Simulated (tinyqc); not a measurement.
Film and buried-oxide thickness from two coupling ratios.

Inverse problem. In a depleted film -dVT/dVb is k1 = Cs Cbox/(Cox (Cs + Cbox)) for a front channel and k2 = Cbox (Cox + Cs)/(Cox Cs) for a back channel, with Cox = eps0 eox/tox, Cs = eps0 eps_r/ts, Cbox = 3.9 eps0/tb. Find ts and tb.

Parameters, values chosen for the exercise; band and dielectric values close to those of In0.53Ga0.47As:
```
symbol,value,unit,meaning
eps_r,13.8,,relative permittivity
eox,7.34,,relative permittivity of the gate insulator (close to silicon nitride)
tox,5.3,nm,insulator thickness
```

coupling ratios for a front and a back channel: [0.057796596, 0.096595518]

Answer. With y = Cox/Cs and z = Cox/Cbox, 1/k1 = y + z and k2 = (1 + y)/z, so y = (k2/k1 - 1)/(1 + k2); the thicknesses follow from y and z.

ts = 6.10 nm
tb = 47.0 nm

tinyqc, about 0.4 s, one thread, Intel Xeon 2.30GHz (shared host): `OMP_NUM_THREADS=1 python tinyqc.py 2190005 2190006 out.jsonl`
